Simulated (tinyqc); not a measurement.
From results back to parameters: two-node Weyl semimetal on a cubic lattice and its slab. Three cases, with inputs chosen for the exercise.

Problem. Along (0,0,kz) the levels of the bulk are -/+ |M|, M = tz (cos k0 - cos kz), with nodes at +/-k0, 0 < k0 < pi. The planes with M < 0, that is |kz| < k0, each carry a Chern number of size one. The gaps at kz = 0 and pi come from hidden tz and k0.

Case 1.

gaps 2|M| (eV): kz = 0 0.92964, kz = pi 1.31036

Case 2.

gaps 2|M| (eV): kz = 0 0.60291, kz = pi 1.79709

Case 3.

gaps 2|M| (eV): kz = 0 0.80433, kz = pi 3.19567

Find: tz; k0; |sigma_xy| = k0/pi.

Solution. The gaps are 2 tz (1 - cos k0) and 2 tz (1 + cos k0): their sum is 4 tz, and the gap at pi less the gap at 0, over the sum, is cos k0.

Case 1.

tz = 0.560 eV
k0 = 1.400 1/a
|sigma_xy| = k0/pi = 0.446 e^2/(h a)

Case 2.

tz = 0.600 eV
k0 = 1.050 1/a
|sigma_xy| = k0/pi = 0.334 e^2/(h a)

Case 3.

tz = 1.000 eV
k0 = 0.930 1/a
|sigma_xy| = k0/pi = 0.296 e^2/(h a)

Computed by tinyqc, one run a case: `OMP_NUM_THREADS=1 python tinyqc.py N N+1 out.jsonl` with N = 1481787, 1481910, 1481956; one thread of a shared Intel(R) Xeon(R) Processor @ 2.30GHz, about 0.2 s a run at most.
